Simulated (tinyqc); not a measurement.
Worked calculation: band offset of a heterojunction with an interface dipole (two-band chains, self-consistent charge). Values are carried at full precision from step to step, so a last printed digit may differ when a step is redone from the rounded ones.

Sites alternate A, C. Left: A at -G1/2, C at +G1/2, hopping -t1; right: A at D - G2/2, C at D + G2/2, hopping -t2; the bonds across the two interfaces of a ring (C left to A right, C right to A left) have -sqrt(t1 t2). D is the offset of the mid-gaps, so Ev(right) - Ev(left) = D - (G2 - G1)/2 and Ec(right) - Ec(left) = D + (G2 - G1)/2. The closing bond has its sign reversed (antiperiodic ring). Half the levels are filled with two electrons each. The charge moved is q = (electrons on the left) less one a site; the mean over the two interfaces, q/2, is taken as the charge that crosses each, and its dipole opposes the offset: D = D0 - u q/2.

Values chosen for the exercise (gaps near those of Si and GaP; the chains and D0 are free models, so the offsets are not those of the real pair; not measured data):
- G1 = 1.11 eV (gap on the left)
- G2 = 2.27 eV (gap on the right)
- t1 = 2.52 eV (hopping on the left)
- t2 = 1.81 eV (hopping on the right)
- D0 = 0.82 eV (mid-gap of the right side above that of the left, without dipole)
- n = 3 (cells a side in the small ring)
- u = 4.5 eV (potential step per electron moved across)
- mx = 0.5 (mixing)

## The small ring at D = D0

Fill in H.

H (eV):
```
         AL1      CL1      AL2      CL2      AL3      CL3      AR1      CR1      AR2      CR2      AR3      CR3
AL1  -0.5550  -2.5200        0        0        0        0        0        0        0        0        0   2.1357
CL1  -2.5200   0.5550  -2.5200        0        0        0        0        0        0        0        0        0
AL2        0  -2.5200  -0.5550  -2.5200        0        0        0        0        0        0        0        0
CL2        0        0  -2.5200   0.5550  -2.5200        0        0        0        0        0        0        0
AL3        0        0        0  -2.5200  -0.5550  -2.5200        0        0        0        0        0        0
CL3        0        0        0        0  -2.5200   0.5550  -2.1357        0        0        0        0        0
AR1        0        0        0        0        0  -2.1357  -0.3150  -1.8100        0        0        0        0
CR1        0        0        0        0        0        0  -1.8100   1.9550  -1.8100        0        0        0
AR2        0        0        0        0        0        0        0  -1.8100  -0.3150  -1.8100        0        0
CR2        0        0        0        0        0        0        0        0  -1.8100   1.9550  -1.8100        0
AR3        0        0        0        0        0        0        0        0        0  -1.8100  -0.3150  -1.8100
CR3   2.1357        0        0        0        0        0        0        0        0        0  -1.8100   1.9550
```

## Levels and site charges

Diagonalise, fill the lower half with two electrons each, and sum the electrons on the left (L) less one a site.

levels (eV): -4.7028  -3.7524  -2.5456  -2.5240  -0.9802  -0.8791  1.4900  2.1909  3.5215  3.7034  4.5558  4.8424

electrons on the sites: AL1 1.3327, CL1 0.7775, AL2 1.2839, CL2 0.7825, AL3 1.2772, CL3 0.7857, AR1 1.3476, CR1 0.4990, AR2 1.4489, CR2 0.5045, AR3 1.4514, CR3 0.5091

q = 0.2395 electrons

Electrons move to the left, the side whose mid-gap lies lower.

## Self-consistent offset

From here on the ring has 24 cells a side.

Start at D = D0; D(out) = D0 - u q(D)/2; D(new) = D + mx (D(out) - D); stop when |D(out) - D| < 1e-7 eV.

Iterations:
```
i   D (eV)        q  D(out) (eV)  D(out) - D
0  0.82000  0.27391      0.20370      -0.616
1  0.51185  0.16543      0.44778     -0.0641
2  0.47982  0.15469      0.47196    -0.00786
3  0.47589  0.15337      0.47491   -0.000976
4  0.47540  0.15321      0.47528   -0.000121
5  0.47534  0.15319      0.47532   -1.51e-05
6  0.47533  0.15319      0.47533   -1.88e-06
7  0.47533  0.15319      0.47533   -2.34e-07
8  0.47533  0.15319      0.47533   -2.91e-08
```

D = 0.4753 eV

Converged at i = 8: the dipole removes 42 % of the starting offset.

## Linear response

chi = (q(+h) - q(-h))/(2h) at D = 0 with h = 0.01 eV; S = 1/(1 + u chi/2); linear estimate D = S D0.

chi = 0.31657 1/eV
S = 0.5840
linear estimate of D = 0.4789 eV

The self-consistent value is 0.4753 eV, -3.6 meV from the estimate. At D = 0 no net charge crosses: the mid-gaps are the neutrality levels of these symmetric chains.

## The line-up

Ev(right) - Ev(left) = D - (G2 - G1)/2 and Ec(right) - Ec(left) = D + (G2 - G1)/2, for D0, for the self-consistent D and for D = 0. Type I: the offsets have opposite signs; type III: one valence edge lies above the other conduction edge; else type II.

Offsets (eV):
```
case                           D  valence  conduction                 type
no dipole                  0.820    0.240       1.400  type II (staggered)
self-consistent            0.475   -0.105       1.055  type I (straddling)
neutrality levels aligned  0.000   -0.580       0.580  type I (straddling)
```

The dipole changes the type of the junction.

## Checks

- q at D = 0 against zero, as particle-hole symmetry demands: both 0.000000.
- q at the self-consistent D on 24 against 48 cells a side: both 0.1532.

Program tinyqc; command `OMP_NUM_THREADS=1 python tinyqc.py 1481898 1481899 out.jsonl`; about 0.3 s on one thread of a shared Intel(R) Xeon(R) Processor @ 2.30GHz.
